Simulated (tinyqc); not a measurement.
Random telegraph noise from one oxide trap in a small MOSFET: one step of the calculation.

An acceptor-like trap exchanges electrons with the channel. Inversion charge Q = Cox u, u = n Vt W0(exp((Vg - VT)/(n Vt))), W0 the Lambert function, n = nf, Cox = eps0 eox/tox; linear regime Id = (W/L) mu Q Vd. Relative to threshold the surface potential rises by Vt ln(u/u0) and the oxide voltage by the rest of Vg - VT, with u0 = n Vt W0(1).

Question. Step height. A = W L; threshold step dV = q (1 - xt/tox)/(Cox A); gm/Id = 1/(u + n Vt); relative step dI/I = (gm/Id) dV + asc mu/A. Id as defined.

Inputs (values chosen for the exercise); values of the order met in silicon transistors:

| symbol | value | unit | meaning |
|---|---|---|---|
| T | 200 | K | temperature |
| eox | 3.9 |  | relative permittivity of the gate insulator (close to silicon dioxide) |
| tox | 2.5 | nm | insulator thickness |
| xt | 1.2 | nm | depth of the trap from the channel interface |
| nf | 1.28 |  | body factor |
| W | 180 | nm | gate width |
| L | 98 | nm | gate length |
| mu | 200 | cm^2/(V s) | mobility |
| asc | 2.2e-16 | V s | scattering coefficient of the charged trap |
| Vd | 0.05 | V | drain voltage |

Constants: q = 1.602176634e-19 C, kB = 1.380649e-23 J/K, Vt = kB T/q, eps0 = 8.8541878128e-14 F/cm where lengths are in cm. Results are converted to the units shown.

u = 0.012511393 V
N = 1.0786203e11 cm^-2

Wanted: electrons in the channel N A; dV; gm/Id; number part of dI/I; dI/I; Id; dI.

Answer.

electrons in the channel N A = 19.03
dV = 0.3419 mV
gm/Id = 28.93 1/V
number part of dI/I = 0.9891 %
dI/I = 1.014 %
Id = 0.3174 uA
dI = 3.219 nA

Range of the model: VT is taken as given; short-channel effects and the uneven flow of current among few electrons are left out.

Computed by the program tinyqc: `OMP_NUM_THREADS=1 python tinyqc.py 2710097 2710098 out.jsonl`, one thread of a shared Intel Xeon 2.30GHz, about 0.01 s for the whole run.
